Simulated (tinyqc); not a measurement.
Spin coating of a resist or spin-on film: centrifugal thinning, evaporation and the final thickness (Emslie and Meyerhofer models): one step, computed by the program tinyqc. Command: `OMP_NUM_THREADS=1 python tinyqc.py 3110026 3110027 out.jsonl spincoat walk`. One thread of a shared host (Intel(R) Xeon(R) Processor @ 2.30GHz), about 0.08 s of CPU time with the checks.

A Newtonian film stays uniform over the wafer; solvent and solids have the same density and the concentration is uniform through the thickness.

Question. Thinning without evaporation. dh/dt = -K h^3 gives h = h0/sqrt(1 + 2 K h0^2 t); for long times h = 1/sqrt(2 K t).

Inputs (values chosen for the exercise, of the order of those of a polymer resist in an ester solvent): starting thickness h0 = 200 micrometre; time t = 1.6 s.

flow constant K = 0.01356974 1/(micrometre^2 s)

Give: h(t) without evaporation; long-time form; time 1/(2 K h0^2).

Answer.

h(t) without evaporation = 4.797 micrometre

long-time form = 4.799 micrometre

time 1/(2 K h0^2) = 9.212e-04 s

The long-time form is within 0.029 %: the starting thickness is forgotten.
